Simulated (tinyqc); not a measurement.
# Reflectance at normal incidence against thickness

Normal incidence on air, film (n1) and substrate (N2 = n2 - i k2): r01 = (1 - n1)/(1 + n1), r12 = (n1 - N2)/(n1 + N2), amplitude (r01 + r12 X)/(1 + r01 r12 X), X = exp(-4 pi i n1 d/lam), R its squared modulus, phase from 0 to 360 degrees.

Inputs (values chosen for the exercise):
- lam = 405 nm (wavelength)
- n1 = 2.039 (index of the transparent film)
- n2 = 5.42 (index of the substrate)
- k2 = 0.329 (extinction coefficient of the substrate)

Results:
```
d (nm)  R (%)  phase of the reflected amplitude (degrees)
0       47.54                                       178.7
12      43.44                                       159.1
38      10.58                                       94.27
50      1.913                                       342.3
62      14.09                                       256.5
75      33.35                                       221.3
88      44.83                                       196.9
100     47.50                                       177.6
```

Estimate the missing row, d = 25 nm.

Computed row:
```
d (nm)  R (%)  phase of the reflected amplitude (degrees)
25      30.27                                       133.5
```

With this row back in the table: R goes from 47.5 through a minimum of 1.91 (at d = 50 nm among the rows listed) to 47.5 %. At a quarter wave, d = 49.7 nm, R = 1.85 %; for a transparent substrate it would vanish for n1 = sqrt(n2) = 2.33.

Program tinyqc, `OMP_NUM_THREADS=1 python tinyqc.py 2870158 2870159 out.jsonl`; Intel Xeon 2.30GHz, shared host, one thread, about 0.01 s.
